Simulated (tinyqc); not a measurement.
## Core-level spacing from the offsets

Problem. For an overlayer B on a substrate A, dEv = (iB - iA) - (cB - vB) + (cA - vA) in binding energies, and dEc + dEv = EgB - EgA. Find dEv and the spacing iB - iA that a thin film must show.

Values chosen for this exercise:
- EgA = 1.13 eV (gap of the substrate A)
- EgB = 5.98 eV (gap of the overlayer B)

dEc = 2.2699526 eV
cA - vA = 86.900047 eV
cB - vB = 38.13 eV

Answer. The gaps give dEv, and the Kraut relation is solved for the spacing.

dEv = 2.5800 eV
iB - iA = -46.190 eV

tinyqc, about 0.01 s, one thread, Intel Xeon 2.30GHz (shared host): `OMP_NUM_THREADS=1 python tinyqc.py 2410061 2410062 out.jsonl`
